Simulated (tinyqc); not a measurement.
# Worked calculation: drifting, spreading and decaying minority pulse (Haynes-Shockley), explicit time steps

tinyqc, about 0.01 s, one thread, Intel Xeon 2.30GHz (shared host): `OMP_NUM_THREADS=1 python tinyqc.py 2310028 2310029 out.jsonl` Printed values are rounded.

Low injection in a uniform field: dn/dt = D d2n/dx2 - v dn/dx - n/tau with D = mu Vt and v = mu F towards +x. Exact solution on an infinite bar for a Gaussian start at x0: n = N0 exp(-t/tau) exp(-(x - x0 - v t)^2/(2 s^2))/sqrt(2 pi s^2), s^2 = s0^2 + 2 D t.

Parameters, values chosen for the exercise; mobility close to that of silicon at room temperature:

| symbol | value | unit | meaning |
|---|---|---|---|
| T | 250 | K | temperature |
| mu | 475 | cm^2/(V s) | minority-carrier mobility |
| F | 2.2 | V/cm | sweep field along the drift |
| hx | 240 | um | mesh step |
| tau | 0.00056 | s | lifetime |
| N0 | 1e11 | cm^-2 | injected sheet density |
| dt | 1.2e-5 | s | time step |
| s0 | 270 | um | initial width (standard deviation) |

Constants: q = 1.602176634e-19 C, kB = 1.380649e-23 J/K, Vt = kB T/q. Results are converted to the units shown.

## Coefficients of the scheme

Exponentially fitted fluxes: d = F hx/Vt, B(d) = d/(exp(d) - 1), k = D dt/hx^2; (L n)_i = a n_(i-1) + b n_i + c n_(i+1) with a = k B(-d), c = k B(d), b = -a - c - dt/tau. Explicit steps keep n positive for dt up to 1/[(D/hx^2)(B(d) + B(-d)) + 1/tau].

D = 10.2331 cm^2/s
v = 1045 cm/s
d = 2.45087
a = 0.571800
b = -0.642528
c = 0.0492995
positivity limit of dt = 1.86762e-5 s

dt is 0.64 times the explicit limit. On this mesh the fitted flux acts like a diffusion coefficient (d/2) coth(d/2) D = 1.46 D for a travelling pulse, before the error of the time steps.

## Initial pulse

Nodes x_i = i hx, i = 1 to 11, n = 0 at nodes 0 and 12; the Gaussian at t = 0 with x0 = 4 hx.

| node | n at t = 0 (1e12 cm^-3) |
|---|---|
| 1 | 0.04221 |
| 2 | 0.30427 |
| 3 | 0.99534 |
| 4 | 1.47756 |
| 5 | 0.99534 |
| 6 | 0.30427 |
| 7 | 0.04221 |
| 8 | 0.00266 |
| 9 | 0.00008 |
| 10 | 0.00000 |
| 11 | 0.00000 |

## Step 1: densities after a time step

(L n)_i = a n_(i-1) + b n_i + c n_(i+1), n = 0 beyond the ends. Explicit step: n(new) = n + L n.

| node | n at t = 1 dt (1e12 cm^-3) |
|---|---|
| 1 | 0.03009 |
| 2 | 0.18197 |
| 3 | 0.60263 |
| 4 | 1.14640 |
| 5 | 1.21568 |
| 6 | 0.67998 |
| 7 | 0.18920 |
| 8 | 0.02509 |
| 9 | 0.00155 |
| 10 | 0.00004 |
| 11 | 0.00000 |

## Step 2: densities after a time step

As before.

| node | n at t = 2 dt (1e12 cm^-3) |
|---|---|
| 1 | 0.01973 |
| 2 | 0.11196 |
| 3 | 0.37599 |
| 4 | 0.81432 |
| 5 | 1.12360 |
| 6 | 0.94753 |
| 7 | 0.45768 |
| 8 | 0.11723 |
| 9 | 0.01490 |
| 10 | 0.00090 |
| 11 | 0.00003 |

## Course in time

The same steps, now on nodes 1 to 60 (n = 0 at nodes 0 and 61), for 24 steps; centre = sum x n/sum n. Deviations are from the exact pulse, as a share of its largest value on the nodes; a run counts as stable if they stay under 100 %.

Course of the iteration:

| step | hx sum n (cm^-2) | centre (um) | most negative n (cm^-3), 0 if none | largest deviation (% of the peak) |
|---|---|---|---|---|
| 1 | 9.77430e10 | 1089.34 | 0 | 3.97 |
| 2 | 9.56129e10 | 1217.94 | 0 | 5.97 |
| 3 | 9.35407e10 | 1346.42 | 0 | 6.57 |
| 4 | 9.15214e10 | 1474.80 | 0 | 8.28 |
| 5 | 8.95508e10 | 1603.12 | 0 | 8.48 |
| 6 | 8.76260e10 | 1731.38 | 0 | 9.29 |
| 7 | 8.57445e10 | 1859.61 | 0 | 9.76 |
| 8 | 8.39048e10 | 1987.81 | 0 | 9.77 |
| 9 | 8.21053e10 | 2115.99 | 0 | 10.5 |
| ... | ... | ... | ... | ... |
| 16 | 7.05513e10 | 3013.10 | 0 | 11.6 |
| 17 | 6.90394e10 | 3141.24 | 0 | 11.3 |
| 18 | 6.75600e10 | 3269.39 | 0 | 11.9 |
| 19 | 6.61122e10 | 3397.54 | 0 | 11.4 |
| 20 | 6.46955e10 | 3525.69 | 0 | 12.0 |
| 21 | 6.33092e10 | 3653.83 | 0 | 11.8 |
| 22 | 6.19525e10 | 3781.98 | 0 | 12.1 |
| 23 | 6.06250e10 | 3910.12 | 0 | 12.1 |
| 24 | 5.93259e10 | 4038.27 | 0 | 12.1 |

The run is stable. After 24 steps the deviation is 12 % of the peak. From step 1 to the last the centre has moved at 1.02 v and the content is 0.78 % below N0 exp(-t/tau). On an endless mesh these steps would give a speed of 1.02 v and a content of 0.994 times the exact one, from dt/tau = 0.0214 alone; the rest comes from the absorbing ends.
